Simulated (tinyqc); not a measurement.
Worked calculation: cluster expansion of a binary alloy: correlations, fit, cross-validation and ground states. Computed by tinyqc, a small Python program that keeps every step. Command: `OMP_NUM_THREADS=1 python tinyqc.py 3016413 3016414 out.jsonl clex walk`. One thread of a shared host (Intel(R) Xeon(R) Processor @ 2.30GHz), about 0.2 s of CPU time with the checks. Intermediate numbers are printed to about 6 digits and carried at full precision; extremes and crossings named in words are read from the listed rows.

s = +1 for A and -1 for B. Energy per site E = J0 + J1 P(point) + sum over clusters of m V P, with P the mean product of spins; V > 0 on a pair favours unlike neighbours. Clusters per site m: pair 1 6, pair 2 3, pair 3 12, triplet 8; the triplet is the triangle of first neighbours. Formation energies are counted from the line between pure A and pure B, which removes J0 and J1.

Inputs (values chosen for the exercise, for a model alloy): first-pair interaction V1 = -5.52 meV; second-pair interaction V2 = -0.39 meV; third-pair interaction V3 = -0.42 meV; triplet interaction Vt = 0.25 meV; noise amplitude = 0.29 meV/site; temperature T = 600 K; fraction x of B = 0.49.

Lattice: fcc.

Constants: k_B = 8.617333262e-05 eV/K.

## Design matrix

correlations P, counted on periodic cells, rows A, A3B L1_2, A3B D0_22, A3B (001) layers, A2B (001) layers, AB L1_0, AB L1_1, A2B2 (001) layers, AB2 (001) layers, AB3 L1_2, AB3 D0_22, AB3 (001) layers, B, columns point, pair 1, pair 2, pair 3, triplet:
```
[[1.00000, 1.00000, 1.00000, 1.00000, 1.00000],
 [0.50000, 0.00000, 1.00000, 0.00000, -0.50000],
 [0.50000, 0.00000, 0.66667, 0.33333, -0.50000],
 [0.50000, 0.33333, 0.66667, 0.00000, 0.50000],
 [0.33333, 0.11111, 0.55556, -0.33333, 0.33333],
 [0.00000, -0.33333, 1.00000, -0.33333, 0.00000],
 [0.00000, 0.00000, -1.00000, 0.00000, 0.00000],
 [0.00000, 0.33333, 0.33333, -0.33333, 0.00000],
 [-0.33333, 0.11111, 0.55556, -0.33333, -0.33333],
 [-0.50000, 0.00000, 1.00000, 0.00000, 0.50000],
 [-0.50000, 0.00000, 0.66667, 0.33333, 0.50000],
 [-0.50000, 0.33333, 0.66667, 0.00000, -0.50000],
 [-1.00000, 1.00000, 1.00000, 1.00000, -1.00000]]
```

Design matrix of formation energies: m (P - 1) for pairs and m (P(triplet) - P(point)) for the triplet; x = (1 - P(point))/2.

X, rows A, A3B L1_2, A3B D0_22, A3B (001) layers, A2B (001) layers, AB L1_0, AB L1_1, A2B2 (001) layers, AB2 (001) layers, AB3 L1_2, AB3 D0_22, AB3 (001) layers, B, columns pair 1, pair 2, pair 3, triplet:
```
[[0.0000, 0.0000, 0.0000, 0.0000],
 [-6.0000, 0.0000, -12.0000, -8.0000],
 [-6.0000, -1.0000, -8.0000, -8.0000],
 [-4.0000, -1.0000, -12.0000, 0.0000],
 [-5.3333, -1.3333, -16.0000, 0.0000],
 [-8.0000, 0.0000, -16.0000, 0.0000],
 [-6.0000, -6.0000, -12.0000, 0.0000],
 [-4.0000, -2.0000, -16.0000, 0.0000],
 [-5.3333, -1.3333, -16.0000, 0.0000],
 [-6.0000, 0.0000, -12.0000, 8.0000],
 [-6.0000, -1.0000, -8.0000, 8.0000],
 [-4.0000, -1.0000, -12.0000, 0.0000],
 [0.0000, 0.0000, 0.0000, 0.0000]]
```

## Formation energies

standard normal numbers for the noise (0 for the pure ends): A 0.000, A3B L1_2 -2.132, A3B D0_22 0.889, A3B (001) layers 1.588, A2B (001) layers 1.243, AB L1_0 -0.569, AB L1_1 -0.789, A2B2 (001) layers 1.484, AB2 (001) layers -0.102, AB3 L1_2 1.337, AB3 D0_22 -1.396, AB3 (001) layers 0.742, B 0.000

Exact: X V with V = (V1, V2, V3, Vt). The data to fit add the noise amplitude times the normal numbers, standing for what the clusters leave out.

exact energies (meV/site): A 0.00, A3B L1_2 36.16, A3B D0_22 34.87, A3B (001) layers 27.51, A2B (001) layers 36.68, AB L1_0 50.88, AB L1_1 40.50, A2B2 (001) layers 29.58, AB2 (001) layers 36.68, AB3 L1_2 40.16, AB3 D0_22 38.87, AB3 (001) layers 27.51, B 0.00

data (meV/site): A 0.00000, A3B L1_2 35.54172, A3B D0_22 35.12781, A3B (001) layers 27.97052, A2B (001) layers 37.04047, AB L1_0 50.71499, AB L1_1 40.27119, A2B2 (001) layers 30.01036, AB2 (001) layers 36.65042, AB3 L1_2 40.54773, AB3 D0_22 38.46516, AB3 (001) layers 27.72518, B 0.00000

## Normal equations for V1, V2, Vt

Leave out pair 3: A = X^T X and b = X^T E (E being the data with noise) over these three columns; solve A V = b. The root-mean-square error runs over the structures between the pure ends.

matrix A, rows V1, V2, Vt:
```
[[348.889, 78.222, 0.000],
 [78.222, 47.556, 0.000],
 [0.000, 0.000, 256.000]]
```

b (meV): [-2281.28, -529.19, 66.75]

fitted V1, V2, Vt (meV): [-6.40637, -0.59027, 0.26073]

root-mean-square error of the three-cluster fit = 1.83477 meV/site

The fit misses V1 by -0.89, V2 by -0.20 and Vt by +0.01 meV; the omitted V3 = -0.42 meV and the noise shift the fitted values.

## Which clusters to keep

For each set, H = X (X^T X)^-1 X^T over the structures between the ends; residual e = E - H E; leave-one-out error e_i/(1 - H_ii); both as root mean squares.

Fits:
```
clusters     fit error (meV/site)  leave-one-out error (meV/site)  largest H_ii
V1                        2.42884                         2.66102      0.183439
V1 V2                     2.22452                         3.81969      0.824987
V1 V3                     1.42684                         1.70586      0.348390
V1 V2 Vt                  1.83477                         3.68686      0.824987
V1 Vt                     2.07778                         2.59186      0.353185
V1 V2 V3                  1.29254                         1.64709      0.896047
V1 V3 Vt                  0.67364                         0.90653      0.515858
V1 V2 V3 Vt               0.29763                         0.61445      0.896047
```

leave-one-out error without pair 3 = 3.68686 meV/site

leave-one-out error with all four = 0.614447 meV/site

The fit error can only fall as clusters are added, to 0.30 meV with all four. The leave-one-out error is least for V1 V2 V3 Vt (0.61 meV): dropping V2, V3 or Vt makes prediction worse at this noise.

## Ground states by the convex hull

Height above the hull = E less the lowest straight line between two structures that bracket x (or the lowest structure at the same x). The three-term fit is X V with the fitted values.

Hull among these structures (meV/site):
```
structure                x  exact E  above hull  fitted E  above hull, fit
A                  0.00000     0.00        0.00    0.0000           0.0000
A3B L1_2           0.25000    36.16       36.16   36.3524          36.3524
A3B D0_22          0.25000    34.87       34.87   36.9427          36.9427
A3B (001) layers   0.25000    27.51       27.51   26.2158          26.2158
A2B (001) layers   0.33333    36.68       36.68   34.9543          34.9543
AB L1_0            0.50000    50.88       50.88   51.2510          51.2510
AB L1_1            0.50000    40.50       40.50   41.9798          41.9798
A2B2 (001) layers  0.50000    29.58       29.58   26.8060          26.8060
AB2 (001) layers   0.66667    36.68       36.68   34.9543          34.9543
AB3 L1_2           0.75000    40.16       40.16   40.5241          40.5241
AB3 D0_22          0.75000    38.87       38.87   41.1143          41.1143
AB3 (001) layers   0.75000    27.51       27.51   26.2158          26.2158
B                  1.00000     0.00        0.00    0.0000           0.0000
```

lowest exact formation energy = 0 meV/site

Only the pure ends are on the exact hull: at zero temperature the alloy separates. The fit finds the same set. A structure at zero height may lie on a tie line without being a vertex, and structures outside this list could lie lower.

## The random alloy and its short-range order

Random alloy: P(pair) = p^2, P(triplet) = p^3, p = 1 - 2x, so H_mix = (p^2 - 1) sum m V(pairs) + (p^3 - p) m Vt; G_mix = H_mix + k_B T [x ln x + (1 - x) ln(1 - x)]. To first order in 1/T the Warren-Cowley parameter of shell 1 is alpha_1 = -(1 - p^2) V_eff/(k_B T), V_eff = V1 + (number of triplets on a first-neighbour bond) p Vt, that number being 4.

mixing enthalpy H_mix = 39.2743 meV/site

mixing free energy G_mix = 3.44614 meV/site

alpha_1 = 0.106332

alpha_1 > 0: like neighbours cluster. Caution: G_mix lies above the hull of the ordered structures at this x, so the random alloy is not the equilibrium state at T.

Checks made by the program: leave-one-out formula against refits (relative difference below 1e-10).
